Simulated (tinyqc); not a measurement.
Floating body of a partially depleted SOI transistor: body voltage and kink: one step of the calculation.

Source at 0 V. Channel current Ic = 2 nf K Vt^2 [F(0) - F(Vd)](1 + la Vd), F(V) = ln^2(1 + exp((Vg - VT - nf V)/(2 nf Vt))), VT = VT0 - gb Vb. Saturation voltage Vs = 2 Vt sqrt(F(0)) + 3 Vt, excess Ve = (Vd - Vs + sqrt((Vd - Vs)^2 + 0.0004 V^2))/2, multiplication M1 = Ai Ve exp(-Bl/Ve). Each junction passes D(v) = J1 (exp(v/Vt) - 1) + J2 (exp(v/(2 Vt)) - 1). Bipolar current Ib = bb J1 (exp(Vb/Vt) - 1). The body settles where M1 (Ic + Ib) = D(Vb) + D(Vb - Vd) + Vb/Rb; drain current Id = (1 + M1)(Ic + Ib) - D(Vb - Vd).

Question. Drain current with floating and with grounded body. Id and VT at the converged Vb, Id at Vb = 0, their ratio, and the bipolar share Ib/(Ic + Ib).

Inputs (values chosen for the exercise); values of the order met in partially depleted silicon-on-insulator transistors: temperature T = 300 K; threshold at zero body voltage VT0 = 0.39 V; fall of the threshold per volt of body voltage gb = 0.27; slope factor nf = 1.27; gain factor per width K = 260 uA/(V^2 um); channel-length modulation factor la = 0.03 1/V; impact-ionisation prefactor Ai = 2.22 1/V; impact-ionisation voltage Bl = 5.4 V; diffusion saturation current of each junction J1 = 8e-12 uA/um; recombination saturation current of each junction J2 = 3.7e-8 uA/um; gain of the lateral bipolar transistor on the diffusion current bb = 0.5; resistance of a weak body tie to the source (1e9 stands for no tie, and the term is then dropped) Rb = 1e9 kohm um; gate voltage Vg = 0.98 V; drain voltage Vd = 1.9 V.

Constants: q = 1.602176634e-19 C, kB = 1.380649e-23 J/K, Vt = kB T/q. Results are converted to the units shown.

converged Vb = 0.67912105 V

Give: VT; Id, floating; Id, grounded; ratio; bipolar share.

Answer.

VT = 0.20664 V
Id, floating = 67.806 uA/um
Id, grounded = 39.793 uA/um
ratio = 1.7040
bipolar share = 1.5595 %

The body rises to 0.679 V and lowers the threshold by 183 mV.

Range of the model: The multiplication law is an empirical form chosen for the exercise; self-heating and capacitive coupling to the body are left out, and the linear laws are rough once Vb passes about 0.7 V or M1 about 0.1.

Program tinyqc, `OMP_NUM_THREADS=1 python tinyqc.py 2182016 2182017 out.jsonl`; Intel Xeon 2.30GHz, shared host, one thread, about 0.2 s.
